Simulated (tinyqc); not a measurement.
# Resistance of a source-drain extension with a graded tip: effects of single changes

y runs along the channel, the gate covers y > 0. The doping is N0 for y < y0 and N0 10^(-(y - y0)/la) beyond, uniform over the depth xj. Sheet conductance s(y) = q mu(N) max(N - Nch, 0) xj + (for y > 0) ma Cox Vo, with mu(N) = u0 + (u1 - u0)/(1 + (N/Nr)^au) and Cox = eps0 eox/tox. Current is taken as one-dimensional; depletion of the tip, spreading and the contact are left out. The metallurgical junction lies at yj, where N = Nch.

Parameters, values chosen for the exercise; mobility law close to that of electrons in silicon:
```
symbol,value,unit,meaning
eox,3.9,,relative permittivity of the gate insulator (close to silicon dioxide)
tox,1.7,nm,insulator thickness
N0,1.3e20,cm^-3,active doping of the extension far from the gate
la,2,nm/decade,lateral abruptness
y0,-0.8,nm,position under the gate where the fall begins (gate edge at 0)
xj,8,nm,depth of the extension
Nch,9.7e17,cm^-3,channel doping
Ls,25,nm,spacer length
Vo,0.7,V,gate overdrive
ma,220,cm^2/(V s),mobility of the gate-induced layer
u1,1414,cm^2/(V s),mobility at low doping
u0,68.5,cm^2/(V s),mobility at high doping
Nr,9.2e16,cm^-3,reference doping
au,0.711,,exponent
Lg,50,nm,gate length
```

Constants: q = 1.602176634e-19 C, eps0 = 8.8541878128e-14 F/cm where lengths are in cm. Results are converted to the units shown.

Each table varies one quantity; the others keep the values above.

## Abruptness at a fixed junction position

R_spacer = integral of dy/s from -Ls to 0, R_ov from 0 to yj, R_channel = (Lg - 2 yj)/(ma Cox Vo), R_total = 2 R_spacer + 2 R_ov + R_channel. Electrical length L_eff = ma Cox dR_total/d(1/Vo); R_series = R_total - L_eff/(ma Cox Vo). y0 is moved with la so that yj stays at 3.4543 nm.

The same in every row: yj (nm) = 3.454; R_channel (ohm um) = 137.8.

Abruptness at a fixed junction position:
```
la (nm/decade)  R_spacer (ohm um)  R_ov (ohm um)  R_total (ohm um)  L_eff (nm)  R_series (ohm um)
1                           19.84          5.226             187.9       45.21              43.34
2.3                         21.06          8.565             197.0       47.40              45.47
3.6                         30.31          9.629             217.6       48.39              62.96
4.9                         46.57          10.04             251.0       48.82              94.90
6.1                         65.99          10.25             290.2       49.05              133.4
7.4                         90.66          10.39             339.9       49.22              182.5
8.7                         118.4          10.49             395.5       49.33              237.8
10                          148.6          10.56             456.2       49.41              298.2
```

Read the table: what changes, and by how much?

As la goes from 1 to 10 nm/decade, R_total rises from 188 to 456 ohm um, R_spacer rises from 19.8 to 149 ohm um and R_ov rises from 5.23 to 10.6 ohm um. R_total changes on average by 29.8 ohm um for each nm/decade. L_eff exceeds the metallurgical length by 2.12 nm in the first row and 6.32 nm in the last, since the gate also controls the lightly doped tips.

## Effect of the active doping of the extension far from the gate

Same model as above.

Effect of the active doping of the extension far from the gate:
```
N0 (cm^-3)  yj (nm)  R_spacer (ohm um)  R_ov (ohm um)  R_channel (ohm um)  R_total (ohm um)  L_eff (nm)  R_series (ohm um)
2e19          1.829              107.2          5.137               148.1             372.8       49.19              215.5
3.1e19        2.209              73.67          5.993               145.7             305.0       48.80              149.0
4.7e19        2.571              51.14          6.714               143.4             259.1       48.36              104.5
7.2e19        2.941              34.85          7.351               141.0             225.4       47.84              72.52
1.1e20        3.309              23.60          7.877               138.7             201.6       47.25              50.61
1.7e20        3.687              15.70          8.307               136.3             184.3       46.59              35.35
2.6e20        4.056              10.48          8.628               133.9             172.1       45.90              25.38
4e20          4.431              6.923          8.869               131.5             163.1       45.19              18.65
```

As N0 goes from 2e19 to 4e20, R_total falls from 373 to 163 ohm um, L_eff falls from 49.2 to 45.2 nm and R_series falls from 216 to 18.6 ohm um.

tinyqc, about 0.04 s, one thread, Intel Xeon 2.30GHz (shared host): `OMP_NUM_THREADS=1 python tinyqc.py 2282008 2282009 out.jsonl`
